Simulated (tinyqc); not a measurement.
Quasiparticle equation with a plasmon-pole self-energy for two band edges, step by step. Values are carried at full precision from step to step, so a last printed digit may differ when a step is redone from the rounded ones.

For each edge E = e + X + Sc(E), with the correlation part Sc(E) = A[0]/(E - a + w) + A[1]/(E - b - w); a and b are the valence and conduction energies that enter the Green function (a = ev, b = ec in the one-shot scheme). Z = 1/(1 - dSc/dE), dSc/dE = -A[0]/(E - a + w)^2 - A[1]/(E - b - w)^2.

Values chosen for the exercise (scales of the order of those of HfO2; not measured data): ev = 0 eV (mean-field valence top); ec = 3.9 eV (mean-field conduction edge); w = 15.4 eV (pole energy); Av = (48.2, 29.2) eV^2 (weights of the valence state on the hole and electron poles); Ac = (24.5, 56.9) eV^2 (the same for the conduction state); Xv = -2.9 eV (exchange minus the mean-field potential, valence); Xc = 3.88 eV (the same, conduction).

## Linearised one-shot correction

Evaluate Sc and its slope at the mean-field energy; E = e + Z (X + Sc).

Terms:
```
edge        Sc (eV)   dSc/dE       Z  X + Sc (eV)   E (eV)
valence      1.6169  -0.2816  0.7803      -1.2831  -1.0011
conduction  -2.4254  -0.3057  0.7659       1.4546   5.0141
```

gap = 6.0152 eV
gap with Z = 1 = 6.6377 eV

The gap opens by 2.115 eV, 47 % of it by lowering the valence top. Setting Z = 1 would overshoot by 0.623 eV. X and Sc have opposite signs and are each larger than the sum they leave, so both must be converged well.

## Solving the equation for the conduction edge

Newton steps on f(E) = E - ec - Xc - Sc(E) from E = ec; the first step is the linearised result.

Iterates:
```
step   E (eV)   Sc (eV)     f (eV)
0     3.90000  -2.42538  -1.454625
1     5.01406  -2.78278   0.016845
2     5.00147  -2.77854   0.000003
3     5.00147  -2.77853   0.000000
```

The linearisation errs by +12.6 meV, as the shift is only 0.072 of the pole energy.

## All solutions for the valence state

Multiplying out gives a cubic; give its three roots and their weights Z.

roots (eV): -18.623  -0.993  20.617

weights: 0.1767  0.7674  0.0559

The weights add up to 1. The satellite below lies 17.63 eV from the main peak, 14 % more than w: this scheme places plasmon satellites too far out, and gives one where a cumulant form gives a series.

## Updating the energies in the Green function

Solve both equations exactly, put the results in place of a and b, and repeat five times; w is kept.

Cycles (eV):
```
cycle       Ev      Ec     gap
1      -0.9932  5.0015  5.9947
2      -1.1050  5.1781  6.2831
3      -1.1143  5.2067  6.3211
4      -1.1144  5.2117  6.3261
5      -1.1142  5.2126  6.3268
```

The update moves the gap by +332 meV from the one-shot value; each cycle shrinks the change to about 0.13 of the one before.

## Checks

- Sum of the weights of the three roots: both 1.000000.
- Newton result against the root by bisection (eV): both 5.00147.

tinyqc: `OMP_NUM_THREADS=1 python tinyqc.py 1850001 1850002 out.jsonl`; about 0.05 s, one thread, shared Intel(R) Xeon(R) Processor @ 2.30GHz.
